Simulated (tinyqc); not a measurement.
MOS capacitor on an n-type substrate, surface potential from the exact charge relation: two steps of the calculation.

Uniform n-type substrate, Boltzmann statistics, full ionisation, classical densities. psi is the surface potential against the body (positive when the bands bend down) and u = -psi/Vt. Traps are spread evenly over the gap and neutral at flat band, so their charge is -q Dit psi; the minority quasi-Fermi level is shifted by Vb.

Inputs (values chosen for the exercise); band and dielectric values close to those of silicon:

| symbol | value | unit | meaning |
|---|---|---|---|
| T | 300 | K | temperature |
| Eg | 1.13 | eV | band gap |
| eps_r | 11.6 |  | relative permittivity |
| Nc | 2.83e19 | cm^-3 | conduction-band density of states at T |
| Nv | 2.64e19 | cm^-3 | valence-band density of states at T |
| N | 1.3e15 | cm^-3 | donor density of the substrate |
| eox | 21.9 |  | relative permittivity of the gate insulator (close to hafnium oxide) |
| tox | 4.8 | nm | insulator thickness |
| Nf | 0 | cm^-2 | fixed charge at the interface, in units of q |
| Dit | 0 | cm^-2 eV^-1 | density of interface traps |
| Vb | 0.8 | V | reverse bias of the inversion layer against the body |
| Vg | 1.86 | V | gate voltage against the body |

Constants: q = 1.602176634e-19 C, kB = 1.380649e-23 J/K, Vt = kB T/q, eps0 = 8.8541878128e-14 F/cm where lengths are in cm. Results are converted to the units shown.

Task 1. Newton step for the surface potential. u = -psi/Vt; F^2 = exp(-u) + u - 1 + r (exp(u) - u - 1); Qs = +sign(u) Q0 F; Cs = -dQs/dpsi = (Q0/Vt) |1 - exp(-u) + r (exp(u) - 1)|/(2 F). f = Vfb + psi + (q Dit psi - Qs)/Cox - Vg, f' = 1 + (Cs + q Dit)/Cox, psi(new) = psi - f/f'.

psi after iteration 1 = 0.92308884 V
Cox = 4.0397232 uF/cm^2
Vfb = 0.83178369 V
Q0 = 3.3257707 nC/cm^2
r = 1.6708238e-24

Find: u; F; Qs; Cs; f; f'; psi after iteration 2.

Result 1.

u = -35.707
F = 5.6703e7
Qs = -1.8858e8 nC/cm^2
Cs = 3.6473e6 uF/cm^2
f = 46681 V
f' = 9.0286e5
psi after iteration 2 = 0.87139 V

This iterate lies far beyond the solution, so its charge is not a physical one.

Task 2. Charges, field and capacitances at the solution. ni = sqrt(Nc Nv) exp(-Eg/(2 Vt)), Eg in volts; phiF = Vt ln(N/ni); Cox = eps0 eox/tox; Vfb = phiM - chi - Vt ln(Nc/N) - q Nf/Cox; Q0 = sqrt(2 eps0 eps_r q N Vt); r = (ni/N)^2 exp(-Vb/Vt); VT = Vfb - [(2 phiF + Vb)(1 + q Dit/Cox) + sqrt(2 eps0 eps_r q N (2 phiF + Vb))/Cox].

Low frequency: 1/C_LF = 1/Cox + 1/(Cs + q Dit). High frequency, in the simple estimate in which traps and minority carriers do not follow: 1/C_HF = 1/Cox + 1/Cd, Cd being Cs with r = 0 at the same psi. Minority sheet density N_inv = (Q0/(2 q)) int_0^u r (exp(t) - 1)/F(t) dt for u > 0. Oxide field |Qs - q Dit psi + q Nf|/(eps0 eox).

converged psi = 0.34734050 V

Wanted: Qs; N_inv; oxide field; Cs; C_LF/Cox; C_HF/Cox.

Result 2.

Qs = -2750.5 nC/cm^2
N_inv = 0 cm^-2
oxide field = 1.4185 MV/cm
Cs = 53.199 uF/cm^2
C_LF/Cox = 0.92942
C_HF/Cox = 0.92942

The surface is in accumulation (borders at |psi| = 0, phiF + Vb and 2 phiF + Vb = 1.42 V).

Program tinyqc, `OMP_NUM_THREADS=1 python tinyqc.py 2060002 2060003 out.jsonl`; Intel Xeon 2.30GHz, shared host, one thread, about 0.01 s.
